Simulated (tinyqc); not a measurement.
Size effects in the resistivity of thin metal films and interconnect lines. Which input was changed? Computed by tinyqc, a small Python program. Command: `OMP_NUM_THREADS=1 python tinyqc.py 3014448 3014449 out.jsonl size which`. One thread of a shared host (Intel(R) Xeon(R) Processor @ 2.30GHz), about 0.05 s of CPU time with the checks.

Electrons lose their drift at surfaces (a share 1 - p of the hits) and at grain boundaries (reflection R), besides bulk scattering. The line sits in a trench with a non-conducting liner on both walls and the bottom; the spacing equals the drawn width.

Inputs (values chosen for the exercise, modelled on aluminium):

| quantity | value | unit |
|---|---|---|
| bulk resistivity rho_b | 2.63 | microohm cm |
| bulk mean free path lambda | 19.4 | nm |
| specularity p | 0 | - |
| grain-boundary reflection R | 0.18 | - |
| drawn line width w | 31 | nm |
| grain size over metal width | 2 | - |
| aspect ratio (height over width) | 1.7 | - |
| liner thickness t | 1.4 | nm |
| line length | 62 | micrometre |
| permittivity of the dielectric k | 2.8 | - |

Geometry: line.

Constants: eps_0 = 8.8541878128e-12 F/m.

Method:
- Metal width w_m = w - 2t, height h_m = (aspect ratio) w - t, grain size D = (ratio) w_m.
- Mayadas-Shatzkes: alpha = (lambda/D) R/(1 - R); rho_b/rho = 1 - 3 alpha/2 + 3 alpha^2 - 3 alpha^3 ln(1 + 1/alpha).
- Fuchs-Sondheimer film: rho_b/rho = 1 - (3/(2 kappa))(1 - p) int_0^1 (s - s^3)(1 - exp(-kappa/s))/(1 - p exp(-kappa/s)) ds, f = rho/rho_b, kappa = thickness/lambda, 80 Gauss-Legendre points.
- Line: the excess of a film of thickness w_m and of a film of thickness h_m are added, rho/rho_b = 1 + (f(w_m) - 1) + (f(h_m) - 1), an estimate that holds best when both sides exceed lambda.
- Total: rho = rho_b [1 + surface excess + grain excess]; resistance per length rho/(w_m h_m); capacitance per length C = 2 k eps_0 (aspect ratio + 1/2), a parallel-plate estimate for two neighbours plus a fixed term for the planes above and below; delay 0.38 R C L^2; effective resistivity per drawn area.

Question. One of these inputs alone was changed, within the range given: bulk resistivity rho_b (1.315 to 5.26); aspect ratio (height over width) (0.85 to 3.4); liner thickness t (0.7 to 2.8); permittivity of the dielectric k (1.4 to 5.6). Which one, and to what value?

Results:

| run | resistance per length (ohm/micrometre) | effective resistivity per drawn area (microohm cm) | resistivity rho (microohm cm) |
|---|---|---|---|
| before | 28.81757 | 4.707926 | 4.168922 |
| after | 40.12103 | 4.935207 | 4.331049 |

Answer.

Each candidate set to reproduce resistance per length, and what it then gives:

| candidate | range searched | value needed | effective resistivity per drawn area (microohm cm) | resistivity rho (microohm cm) |
|---|---|---|---|---|
| bulk resistivity rho_b (microohm cm) | 1.315 to 5.26 | 3.662 | 6.5546 | 5.8041 |
| aspect ratio (height over width) | 0.85 to 3.4 | 1.280 | 4.9352 | 4.3310 |
| liner thickness t (nm) | 0.7 to 2.8 | out of reach | - | - |
| permittivity of the dielectric k | 1.4 to 5.6 | no effect | - | - |

Only aspect ratio (height over width) fits every result: it went from 1.7 to 1.28. The next best candidate, bulk resistivity rho_b, misses one result by 34 %.
